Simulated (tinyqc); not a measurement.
Franz-Keldysh effect at a direct gap, step by step. Values are carried at full precision from step to step, so a last printed digit may differ when a step is redone from the rounded ones.

Parabolic bands, vertical transitions, no excitons. For each hole band j: mr = me mj/(me + mj); joint density of states J_j(E) = (mr/c)^(3/2) sqrt(E - Eg)/(2 pi^2), both spins, c = hbar^2/2m0; averaged matrix element |e.p|^2 = m0 Ep/6; alpha_j(E) = 4 pi^2 alpha_f c Ep J_j/(3 nr E) in 1/angstrom (alpha_f the fine-structure constant, listed as alpha among the constants), times 1e8 for 1/cm.

In a field Fd (1 kV/cm = 1e-5 V/angstrom) the electro-optic energy of band j is th = (c (e Fd)^2/mr)^(1/3), and sqrt(E - Eg) in J_j is replaced by pi sqrt(th) [Ai'(b)^2 - b Ai(b)^2] with b = (Eg - E)/th; Ai is the Airy function.

Constants: hbar^2/2m0 = 3.80998211 eV angstrom^2; fine-structure constant alpha = 0.007297352564.

Parameters, chosen for this exercise (near those of InGaAs; the results hold for these values, not for the real material): Eg = 0.764 eV (direct gap); me = 0.0416 m0 (electron mass); mhh = 0.457 m0 (heavy-hole mass); mlh = 0.0537 m0 (light-hole mass); Ep = 22.6 eV (Kane energy); nr = 3.55 (refractive index); Fd = 120 kV/cm (uniform field); E = 0.856 eV (photon energy); L = 34 micrometre (length of a waveguide).

## Electro-optic energy and length

For each hole band give mr, th and the length th/(e Fd).

Scales:
```
hole,mr (m0),th (meV),length (angstrom)
heavy,0.03813,52.401,43.7
light,0.02344,61.627,51.4
```

The light-hole pair has th larger by a factor 1.176, the cube root of the ratio of reduced masses.

## Airy factors at E

Ai is the Airy function, th the electro-optic energy of each hole band from the table (its other columns are not needed here), b = (Eg - E)/th with th in eV; the factor takes the place of sqrt(E - Eg) in the joint density of states.

Form b, Ai(b), Ai'(b) and the factor pi sqrt(th) [Ai'^2 - b Ai^2] for each band, beside sqrt(E - Eg) (zero below the gap).

Factors:
```
hole,b,Ai(b),Ai'(b),factor (eV^(1/2)),without field
heavy,-1.7557,0.3628,0.4823,0.3334,0.3033
light,-1.4929,0.4664,0.3042,0.3255,0.3033
```

## Absorption with and without the field

Put the factors in place of sqrt(E - Eg) in alpha_j and add the bands; a waveguide of length L changes its transmission by 4.343 (alpha(F) - alpha(0)) L dB.

alpha_j in the field (1/cm): heavy 4.60e+03, light 2.17e+03

alpha(F) = 6.77e+03 1/cm
alpha(0) = 6204 1/cm
change of loss = 8.31 dB

Without the field the loss over L is 92 dB, so this energy is of no use for a modulator. Above the gap the field raises the absorption at this energy; the sign alternates with energy (Franz-Keldysh oscillations). Excitons, which add a sharp peak at low field, are left out.

## Checks

- Airy factor at b = -40 against the zero-field limit sqrt(-b): 6.33 against 6.32.

tinyqc: `OMP_NUM_THREADS=1 python tinyqc.py 1680898 1680899 out.jsonl`; about 0.01 s, one thread, shared Intel(R) Xeon(R) Processor @ 2.30GHz.
